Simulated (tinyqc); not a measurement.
UKS/B3LYP (VWN-RPA form) in the sto-6g basis, for Be+, spin multiplicity 2, step by step (part 1 of 2). Computed by tinyqc, a small Python program that keeps every step (integrals from PySCF). Settings: charge = 1, multiplicity = 2, basis = sto-6g, energy threshold = 1e-09, iteration cap = 71, orthogonalisation = symmetric, start = core, DIIS depth = 6, method = UKS, functional = b3lyp, grid = [10, 50]. Command: `OMP_NUM_THREADS=1 python tinyqc.py 31273 31274 out.jsonl` (the two numbers bound the seeds that draw the settings). One thread of a shared host (Intel(R) Xeon(R) Processor @ 2.60GHz), about 0.9 s of CPU time with the checks. Later iterations appear only in the table of the cycle.

## One-electron integrals

Geometry (angstrom):
```
atom         x         y         z
Be    0.000000  0.000000  0.000000
```

Basis sto-6g: exponents (1/bohr^2) and contraction coefficients of normalised primitives:
```
element  l (shell)    exponent  coefficient
Be           s (1)  312.870494     0.009164
Be           s (1)   57.364463     0.049361
Be           s (1)   16.048509     0.168538
Be           s (1)    5.513096     0.370563
Be           s (1)    2.140897     0.416492
Be           s (1)    0.881739     0.130334
Be           s (2)   13.633247    -0.013253
Be           s (2)    2.698375    -0.046992
Be           s (2)    0.838653    -0.033785
Be           s (2)    0.322660     0.250242
Be           s (2)    0.140131     0.595117
Be           s (2)    0.064233     0.240706
Be           p (3)   13.633247     0.003760
Be           p (3)    2.698375     0.037679
Be           p (3)    0.838653     0.173897
Be           p (3)    0.322660     0.418036
Be           p (3)    0.140131     0.425860
Be           p (3)    0.064233     0.101708
```

Overlap, kinetic and nuclear-attraction integrals over the contracted functions; the nuclear repulsion is the sum of Za Zb / Rab.

nuclear repulsion = 0 hartree

overlap S, lower triangle:
```
           1Be 1s    1Be 2s   1Be 2px   1Be 2py   1Be 2pz
1Be 1s   1.000000
1Be 2s   0.254764  1.000000
1Be 2px  0.000000  0.000000  1.000000
1Be 2py  0.000000  0.000000  0.000000  1.000000
1Be 2pz  0.000000  0.000000  0.000000  0.000000  1.000000
```

kinetic energy T (hartree), lower triangle:
```
            1Be 1s    1Be 2s   1Be 2px   1Be 2py   1Be 2pz
1Be 1s    6.768753
1Be 2s   -0.207382  0.220121
1Be 2px   0.000000  0.000000  0.661265
1Be 2py   0.000000  0.000000  0.000000  0.661265
1Be 2pz   0.000000  0.000000  0.000000  0.000000  0.661265
```

nuclear attraction V (hartree), lower triangle:
```
             1Be 1s     1Be 2s    1Be 2px    1Be 2py    1Be 2pz
1Be 1s   -14.714791
1Be 2s    -1.650733  -2.300087
1Be 2px    0.000000   0.000000  -2.299985
1Be 2py    0.000000   0.000000   0.000000  -2.299985
1Be 2pz    0.000000   0.000000   0.000000   0.000000  -2.299985
```

core Hamiltonian H = T + V (hartree), lower triangle:
```
            1Be 1s     1Be 2s    1Be 2px    1Be 2py    1Be 2pz
1Be 1s   -7.946038
1Be 2s   -1.858116  -2.079966
1Be 2px   0.000000   0.000000  -1.638720
1Be 2py   0.000000   0.000000   0.000000  -1.638720
1Be 2pz   0.000000   0.000000   0.000000   0.000000  -1.638720
```

## Two-electron integrals

Functions are numbered as in S; the eight-fold symmetry (ij|kl) = (ji|kl) = (kl|ij) leaves the list below.

Two-electron integrals (ij|kl) in chemists' order, unique and non-zero (hartree):
```
(11|11) 2.299996   (21|11) 0.361879   (21|21) 0.071926   (22|11) 0.570332
(22|21) 0.139654   (22|22) 0.417773   (31|31) 0.015252   (32|31) 0.022555
(32|32) 0.092340   (33|11) 0.570332   (33|21) 0.139654   (33|22) 0.417773
(33|33) 0.450117   (41|41) 0.015252   (42|41) 0.022555   (42|42) 0.092340
(43|43) 0.024258   (44|11) 0.570332   (44|21) 0.139654   (44|22) 0.417773
(44|33) 0.401601   (44|44) 0.450117   (51|51) 0.015252   (52|51) 0.022555
(52|52) 0.092340   (53|53) 0.024258   (54|54) 0.024258   (55|11) 0.570332
(55|21) 0.139654   (55|22) 0.417773   (55|33) 0.401601   (55|44) 0.401601
(55|55) 0.450117
```

## Orthogonalisation

S = U s U^T; symmetric (Loewdin) form X = U s^(-1/2) U^T, so that X^T S X = 1.

eigenvalues of S: 0.745236  1.000000  1.000000  1.000000  1.254764

X, lower triangle:
```
            1Be 1s    1Be 2s   1Be 2px   1Be 2py   1Be 2pz
1Be 1s    1.025557
1Be 2s   -0.132829  1.025557
1Be 2px   0.000000  0.000000  1.000000
1Be 2py   0.000000  0.000000  0.000000  1.000000
1Be 2pz   0.000000  0.000000  0.000000  0.000000  1.000000
```

## Starting guess

The start is the orbitals of the core Hamiltonian; D(s) = C_occ C_occ^T for each spin.

D(alpha) at the start, lower triangle:
```
            1Be 1s    1Be 2s   1Be 2px   1Be 2py   1Be 2pz
1Be 1s    1.069410
1Be 2s   -0.272447  1.069410
1Be 2px   0.000000  0.000000  0.000000
1Be 2py   0.000000  0.000000  0.000000  0.000000
1Be 2pz   0.000000  0.000000  0.000000  0.000000  0.000000
```

D(beta) at the start, lower triangle:
```
            1Be 1s    1Be 2s   1Be 2px   1Be 2py   1Be 2pz
1Be 1s    1.013912
1Be 2s   -0.028922  0.000825
1Be 2px   0.000000  0.000000  0.000000
1Be 2py   0.000000  0.000000  0.000000  0.000000
1Be 2pz   0.000000  0.000000  0.000000  0.000000  0.000000
```

## Iteration 1: exchange-correlation on the grid

Becke grid with 10 radial and 50 angular points per atom, points of zero weight dropped. rho = sum D_ij phi_i phi_j; V_xc,ij = sum w v_xc phi_i phi_j plus the gradient terms; v_xc is d(rho eps)/d rho(s) for spin s at fixed gradient. Exact exchange is left to K.

The 12 grid points with the largest w rho, of 500 (bohr, atomic units):
```
x                  y          z         w  rho(alpha)  rho(beta)     eps_xc  v_xc(alpha)
-0.357788   0.000000  -0.357788  0.029310    0.383396   0.383293  -0.705379    -0.738948
0.357788    0.000000  -0.357788  0.029310    0.383396   0.383293  -0.705379    -0.738948
0.357788    0.357788   0.000000  0.029310    0.383396   0.383293  -0.705379    -0.738948
-0.357788   0.357788   0.000000  0.029310    0.383396   0.383293  -0.705379    -0.738948
-0.357788  -0.357788   0.000000  0.029310    0.383396   0.383293  -0.705379    -0.738948
0.357788   -0.357788   0.000000  0.029310    0.383396   0.383293  -0.705379    -0.738948
0.000000    0.357788   0.357788  0.029310    0.383396   0.383293  -0.705379    -0.738948
0.000000   -0.357788   0.357788  0.029310    0.383396   0.383293  -0.705379    -0.738948
0.000000    0.357788  -0.357788  0.029310    0.383396   0.383293  -0.705379    -0.738948
0.000000   -0.357788  -0.357788  0.029310    0.383396   0.383293  -0.705379    -0.738948
-0.357788   0.000000   0.357788  0.029310    0.383396   0.383293  -0.705379    -0.738948
0.357788    0.000000   0.357788  0.029310    0.383396   0.383293  -0.705379    -0.738948
```

electrons on the grid, sum of w rho = 2.999088

E_xc = sum of w rho eps_xc = -2.09569885 hartree

V_xc(alpha) (hartree), lower triangle:
```
            1Be 1s     1Be 2s    1Be 2px    1Be 2py    1Be 2pz
1Be 1s   -1.214699
1Be 2s   -0.154488  -0.233161
1Be 2px   0.000000   0.000000  -0.232999
1Be 2py   0.000000   0.000000   0.000000  -0.232999
1Be 2pz   0.000000   0.000000   0.000000   0.000000  -0.232999
```

V_xc(beta) (hartree), lower triangle:
```
            1Be 1s     1Be 2s    1Be 2px    1Be 2py    1Be 2pz
1Be 1s   -1.201262
1Be 2s   -0.151751  -0.192389
1Be 2px   0.000000   0.000000  -0.191778
1Be 2py   0.000000   0.000000   0.000000  -0.191778
1Be 2pz   0.000000   0.000000   0.000000   0.000000  -0.191778
```

## Iteration 1: building the Kohn-Sham matrix

J_ij = sum D_kl (ij|kl) with D = D(alpha) + D(beta), K_ij = sum D_kl (ik|jl) for each spin; F = H + J - 0.2 K(s) + V_xc; E = tr D H + tr D J / 2 - 0.1 sum_s tr D(s) K(s) + E_xc + E_nn.

Coulomb J (hartree), lower triangle:
```
           1Be 1s    1Be 2s   1Be 2px   1Be 2py   1Be 2pz
1Be 1s   5.183900
1Be 2s   0.860021  1.551125
1Be 2px  0.000000  0.000000  1.551126
1Be 2py  0.000000  0.000000  0.000000  1.551126
1Be 2pz  0.000000  0.000000  0.000000  0.000000  1.551126
```

exchange K(alpha) (hartree), lower triangle:
```
           1Be 1s    1Be 2s   1Be 2px   1Be 2py   1Be 2pz
1Be 1s   2.339371
1Be 2s   0.361363  0.447593
1Be 2px  0.000000  0.000000  0.102769
1Be 2py  0.000000  0.000000  0.000000  0.102769
1Be 2pz  0.000000  0.000000  0.000000  0.000000  0.102769
```

exchange K(beta) (hartree), lower triangle:
```
           1Be 1s    1Be 2s   1Be 2px   1Be 2py   1Be 2pz
1Be 1s   2.311119
1Be 2s   0.348453  0.065193
1Be 2px  0.000000  0.000000  0.014235
1Be 2py  0.000000  0.000000  0.000000  0.014235
1Be 2pz  0.000000  0.000000  0.000000  0.000000  0.014235
```

F(alpha) (hartree), lower triangle:
```
            1Be 1s     1Be 2s    1Be 2px    1Be 2py    1Be 2pz
1Be 1s   -4.444711
1Be 2s   -1.224855  -0.851520
1Be 2px   0.000000   0.000000  -0.341146
1Be 2py   0.000000   0.000000   0.000000  -0.341146
1Be 2pz   0.000000   0.000000   0.000000   0.000000  -0.341146
```

F(beta) (hartree), lower triangle:
```
            1Be 1s     1Be 2s    1Be 2px    1Be 2py    1Be 2pz
1Be 1s   -4.425624
1Be 2s   -1.219537  -0.734268
1Be 2px   0.000000   0.000000  -0.282219
1Be 2py   0.000000   0.000000   0.000000  -0.282219
1Be 2pz   0.000000   0.000000   0.000000   0.000000  -0.282219
```

total energy of this density = -14.29589598 hartree

## Iteration 1: diagonalisation and new density

Diagonalise F' = X^T F X, C = X C', fill 2 alpha and 1 beta electrons from the bottom; D(s) = C_occ C_occ^T. Each column has its largest component positive (the first on a tie).

F' = X^T F X (alpha) (hartree), lower triangle:
```
           1          2          3          4          5
1  -4.356113
2  -0.588400  -0.640312
3   0.000000   0.000000  -0.341146
4   0.000000   0.000000   0.000000  -0.341146
5   0.000000   0.000000   0.000000   0.000000  -0.341146
```

orbital energies (alpha) (hartree): MO1 -4.447060, MO2 -0.549365, MO3 -0.341146, MO4 -0.341146, MO5 -0.341146

coefficients C (alpha):
```
              MO1        MO2        MO3       MO4        MO5
1Be 1s   0.993231  -0.287928   0.000000  0.000000   0.000000
1Be 2s   0.025387   1.033811   0.000000  0.000000   0.000000
1Be 2px  0.000000   0.000000   0.962561  0.270734  -0.013406
1Be 2py  0.000000   0.000000  -0.271013  0.960225  -0.067226
1Be 2pz  0.000000   0.000000  -0.005328  0.068342   0.997648
```

F' = X^T F X (beta) (hartree), lower triangle:
```
           1          2          3          4          5
1  -4.335418
2  -0.601285  -0.518103
3   0.000000   0.000000  -0.282219
4   0.000000   0.000000   0.000000  -0.282219
5   0.000000   0.000000   0.000000   0.000000  -0.282219
```

orbital energies (beta) (hartree): MO1 -4.427889, MO2 -0.425631, MO3 -0.282219, MO4 -0.282219, MO5 -0.282219

coefficients C (beta):
```
              MO1        MO2        MO3       MO4        MO5
1Be 1s   0.993449  -0.287173   0.000000  0.000000   0.000000
1Be 2s   0.024602   1.033830   0.000000  0.000000   0.000000
1Be 2px  0.000000   0.000000  -0.004850  0.077477   0.996982
1Be 2py  0.000000   0.000000  -0.003222  0.996988  -0.077493
1Be 2pz  0.000000   0.000000   0.999983  0.003588   0.004586
```

D(alpha) after iteration 1, lower triangle:
```
            1Be 1s    1Be 2s   1Be 2px   1Be 2py   1Be 2pz
1Be 1s    1.069410
1Be 2s   -0.272447  1.069410
1Be 2px   0.000000  0.000000  0.000000
1Be 2py   0.000000  0.000000  0.000000  0.000000
1Be 2pz   0.000000  0.000000  0.000000  0.000000  0.000000
```

D(beta) after iteration 1, lower triangle:
```
           1Be 1s    1Be 2s   1Be 2px   1Be 2py   1Be 2pz
1Be 1s   0.986942
1Be 2s   0.024441  0.000605
1Be 2px  0.000000  0.000000  0.000000
1Be 2py  0.000000  0.000000  0.000000  0.000000
1Be 2pz  0.000000  0.000000  0.000000  0.000000  0.000000
```

Within a degenerate level the vectors are fixed only up to a rotation; this is one choice.

## Iteration 2: exchange-correlation on the grid

As before.

The 12 grid points with the largest w rho, of 500 (bohr, atomic units):
```
x                  y          z         w  rho(alpha)  rho(beta)     eps_xc  v_xc(alpha)
-0.357788   0.000000  -0.357788  0.029310    0.383396   0.381627  -0.704001    -0.739153
0.357788    0.357788   0.000000  0.029310    0.383396   0.381627  -0.704001    -0.739153
0.357788   -0.357788   0.000000  0.029310    0.383396   0.381627  -0.704001    -0.739153
-0.357788  -0.357788   0.000000  0.029310    0.383396   0.381627  -0.704001    -0.739153
-0.357788   0.357788   0.000000  0.029310    0.383396   0.381627  -0.704001    -0.739153
0.000000    0.357788  -0.357788  0.029310    0.383396   0.381627  -0.704001    -0.739153
0.000000   -0.357788   0.357788  0.029310    0.383396   0.381627  -0.704001    -0.739153
0.000000    0.357788   0.357788  0.029310    0.383396   0.381627  -0.704001    -0.739153
0.000000   -0.357788  -0.357788  0.029310    0.383396   0.381627  -0.704001    -0.739153
0.357788    0.000000   0.357788  0.029310    0.383396   0.381627  -0.704001    -0.739153
0.357788    0.000000  -0.357788  0.029310    0.383396   0.381627  -0.704001    -0.739153
-0.357788   0.000000   0.357788  0.029310    0.383396   0.381627  -0.704001    -0.739153
```

electrons on the grid, sum of w rho = 2.999169

E_xc = sum of w rho eps_xc = -2.07951844 hartree

V_xc(alpha) (hartree), lower triangle:
```
            1Be 1s     1Be 2s    1Be 2px    1Be 2py    1Be 2pz
1Be 1s   -1.214945
1Be 2s   -0.154537  -0.232892
1Be 2px   0.000000   0.000000  -0.232731
1Be 2py   0.000000   0.000000   0.000000  -0.232731
1Be 2pz   0.000000   0.000000   0.000000   0.000000  -0.232731
```

V_xc(beta) (hartree), lower triangle:
```
            1Be 1s     1Be 2s    1Be 2px    1Be 2py    1Be 2pz
1Be 1s   -1.196470
1Be 2s   -0.151846  -0.188958
1Be 2px   0.000000   0.000000  -0.188393
1Be 2py   0.000000   0.000000   0.000000  -0.188393
1Be 2pz   0.000000   0.000000   0.000000   0.000000  -0.188393
```

## Iteration 2: building the Kohn-Sham matrix

As before.

Coulomb J (hartree), lower triangle:
```
           1Be 1s    1Be 2s   1Be 2px   1Be 2py   1Be 2pz
1Be 1s   5.160366
1Be 2s   0.857906  1.550556
1Be 2px  0.000000  0.000000  1.550557
1Be 2py  0.000000  0.000000  0.000000  1.550557
1Be 2pz  0.000000  0.000000  0.000000  0.000000  1.550557
```

exchange K(alpha) (hartree), lower triangle:
```
           1Be 1s    1Be 2s   1Be 2px   1Be 2py   1Be 2pz
1Be 1s   2.339371
1Be 2s   0.361363  0.447593
1Be 2px  0.000000  0.000000  0.102769
1Be 2py  0.000000  0.000000  0.000000  0.102769
1Be 2pz  0.000000  0.000000  0.000000  0.000000  0.102769
```

exchange K(beta) (hartree), lower triangle:
```
           1Be 1s    1Be 2s   1Be 2px   1Be 2py   1Be 2pz
1Be 1s   2.287694
1Be 2s   0.372936  0.078066
1Be 2px  0.000000  0.000000  0.016211
1Be 2py  0.000000  0.000000  0.000000  0.016211
1Be 2pz  0.000000  0.000000  0.000000  0.000000  0.016211
```

F(alpha) (hartree), lower triangle:
```
            1Be 1s     1Be 2s    1Be 2px    1Be 2py    1Be 2pz
1Be 1s   -4.468492
1Be 2s   -1.227019  -0.851821
1Be 2px   0.000000   0.000000  -0.341448
1Be 2py   0.000000   0.000000   0.000000  -0.341448
1Be 2pz   0.000000   0.000000   0.000000   0.000000  -0.341448
```

F(beta) (hartree), lower triangle:
```
            1Be 1s     1Be 2s    1Be 2px    1Be 2py    1Be 2pz
1Be 1s   -4.439681
1Be 2s   -1.226642  -0.733981
1Be 2px   0.000000   0.000000  -0.279798
1Be 2py   0.000000   0.000000   0.000000  -0.279798
1Be 2pz   0.000000   0.000000   0.000000   0.000000  -0.279798
```

total energy of this density = -14.30671477 hartree

## Iteration 2: DIIS over 2 matrices

error matrix X^T (FDS - SDF) X (alpha):
```
          1         2         3         4         5
1  0.000000  0.000000  0.000000  0.000000  0.000000
2  0.000000  0.000000  0.000000  0.000000  0.000000
3  0.000000  0.000000  0.000000  0.000000  0.000000
4  0.000000  0.000000  0.000000  0.000000  0.000000
5  0.000000  0.000000  0.000000  0.000000  0.000000
```

B (overlaps of the stored error matrices):
```
               1              2
1  8.4900984e-02  1.3310229e-03
2  1.3310229e-03  2.0866918e-05
```

Minimise |sum c_i e_i|^2 with sum c_i = 1: solve [B -1; -1 0][c; lambda] = [0; -1] with B_ij = tr e_i^T e_j summed over both spins, and take F = sum c_i F_i.

DIIS coefficients: -0.015927  1.015927

extrapolated F(alpha) (hartree), lower triangle:
```
            1Be 1s     1Be 2s    1Be 2px    1Be 2py    1Be 2pz
1Be 1s   -4.468870
1Be 2s   -1.227053  -0.851825
1Be 2px   0.000000   0.000000  -0.341452
1Be 2py   0.000000   0.000000   0.000000  -0.341452
1Be 2pz   0.000000   0.000000   0.000000   0.000000  -0.341452
```

extrapolated F(beta) (hartree), lower triangle:
```
            1Be 1s     1Be 2s    1Be 2px    1Be 2py    1Be 2pz
1Be 1s   -4.439905
1Be 2s   -1.226756  -0.733976
1Be 2px   0.000000   0.000000  -0.279759
1Be 2py   0.000000   0.000000   0.000000  -0.279759
1Be 2pz   0.000000   0.000000   0.000000   0.000000  -0.279759
```

## Iteration 2: diagonalisation and new density

As before.

F' = X^T F X (alpha) (hartree), lower triangle:
```
           1          2          3          4          5
1  -4.380929
2  -0.587418  -0.640460
3   0.000000   0.000000  -0.341452
4   0.000000   0.000000   0.000000  -0.341452
5   0.000000   0.000000   0.000000   0.000000  -0.341452
```

orbital energies (alpha) (hartree): MO1 -4.471010, MO2 -0.550379, MO3 -0.341452, MO4 -0.341452, MO5 -0.341452

coefficients C (alpha):
```
              MO1        MO2        MO3        MO4        MO5
1Be 1s   0.993572  -0.286747   0.000000   0.000000   0.000000
1Be 2s   0.024158   1.033841   0.000000   0.000000   0.000000
1Be 2px  0.000000   0.000000   0.994884   0.001550  -0.101013
1Be 2py  0.000000   0.000000   0.101014  -0.000536   0.994885
1Be 2pz  0.000000   0.000000  -0.001488   0.999999   0.000690
```

F' = X^T F X (beta) (hartree), lower triangle:
```
           1          2          3          4          5
1  -4.348466
2  -0.607099  -0.516081
3   0.000000   0.000000  -0.279759
4   0.000000   0.000000   0.000000  -0.279759
5   0.000000   0.000000   0.000000   0.000000  -0.279759
```

orbital energies (beta) (hartree): MO1 -4.442339, MO2 -0.422208, MO3 -0.279759, MO4 -0.279759, MO5 -0.279759

coefficients C (beta):
```
              MO1        MO2        MO3        MO4       MO5
1Be 1s   0.993215  -0.287984   0.000000   0.000000  0.000000
1Be 2s   0.025446   1.033810   0.000000   0.000000  0.000000
1Be 2px  0.000000   0.000000  -0.115945  -0.022278  0.993006
1Be 2py  0.000000   0.000000   0.990181   0.076011  0.117320
1Be 2pz  0.000000   0.000000  -0.078093   0.996858  0.013247
```

D(alpha) after iteration 2, lower triangle:
```
            1Be 1s    1Be 2s   1Be 2px   1Be 2py   1Be 2pz
1Be 1s    1.069410
1Be 2s   -0.272447  1.069410
1Be 2px   0.000000  0.000000  0.000000
1Be 2py   0.000000  0.000000  0.000000  0.000000
1Be 2pz   0.000000  0.000000  0.000000  0.000000  0.000000
```

D(beta) after iteration 2, lower triangle:
```
           1Be 1s    1Be 2s   1Be 2px   1Be 2py   1Be 2pz
1Be 1s   0.986475
1Be 2s   0.025273  0.000647
1Be 2px  0.000000  0.000000  0.000000
1Be 2py  0.000000  0.000000  0.000000  0.000000
1Be 2pz  0.000000  0.000000  0.000000  0.000000  0.000000
```

Within a degenerate level the vectors are fixed only up to a rotation; this is one choice.
